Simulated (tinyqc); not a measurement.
Shortcuts against the integral: sheet resistance and Hall data of a diffused or implanted layer. Computed by tinyqc, a small Python program. Command: `OMP_NUM_THREADS=1 python tinyqc.py 3011585 3011586 out.jsonl layer walk`. One thread of a shared host (Intel(R) Xeon(R) Processor @ 2.30GHz), about 0.02 s of CPU time with the checks.

Carriers are taken equal to the net active doping down to the junction (full ionisation, which deep dopants in wide-gap hosts do not reach; no spill-over, no depletion), and the Hall factor is 1.

Inputs (values chosen for the exercise, modelled on boron in silicon):
```
quantity                                 value        unit
mu_min                                    45.5  cm^2/(V s)
mu_max                                     458  cm^2/(V s)
N_ref                                  2.3e+17      1/cm^3
exponent alpha                            0.71           -
peak concentration N_0                   4e+20      1/cm^3
length scale l                              28          nm
background doping N_B (opposite type)  7.7e+16      1/cm^3
projected range R_p                         69          nm
solubility limit N_s                   1.8e+20      1/cm^3
```

Profile: buried Gaussian (implant). Activation: limited by solubility.

Constants: e = 1.602176634e-19 C.

Method:
- N(x) = N_0 exp(-(x - R_p)^2/(2 l^2)) for x > 0, dose N_0 l sqrt(pi/2) erfc(-R_p/(l sqrt 2)), junction x_j = R_p + l sqrt(2 ln(N_0/N_B)); the layer starts at x_0 = max(0, 2 R_p - x_j).
- Mobility mu = mu_min + (mu_max - mu_min)/(1 + (N_t/N_ref)^alpha), N_t = active doping + N_B; carriers n = active doping - N_B, active doping min(N, N_s).
- Integrals from x_0 (0 unless stated) to x_j by the midpoint rule on 400 even intervals: 1/R_s = e int n mu dx; sheet density n_s = int n dx; Hall sheet density (int n mu dx)^2/int n mu^2 dx; Hall mobility int n mu^2 dx/int n mu dx.
- Mean conductivity 1/(R_s x_j); mean mobility 1/(e n_s R_s).
- Shortcuts: R_s = 1/(e Q mu) with the dose Q and the mobility at the (active) peak concentration; 1/(e n_s mu) with mu at N_t = n_s/x_j + N_B; 1/(e Q mu_max).

sheet resistance R_s = 67.9160 ohm

dose = 2.78815e+15 1/cm^2

sheet density n_s = 1.83234e+15 1/cm^2

junction depth x_j = 184.823 nm

Sheet resistances:
```
method                                   R_s (ohm)  deviation (%)
integral                                    67.916          0.000
dose, mobility at the peak                  45.586        -32.878
n_s, mobility at the mean concentration     66.815         -1.621
dose, mu_max                                 4.888        -92.803
```

What follows from these numbers?

The closest shortcut is «n_s, mobility at the mean concentration» (-1.6 %). Counting inactive dopants as carriers underestimates R_s.

Extremes, crossings and ranges named in words are read from the listed rows.
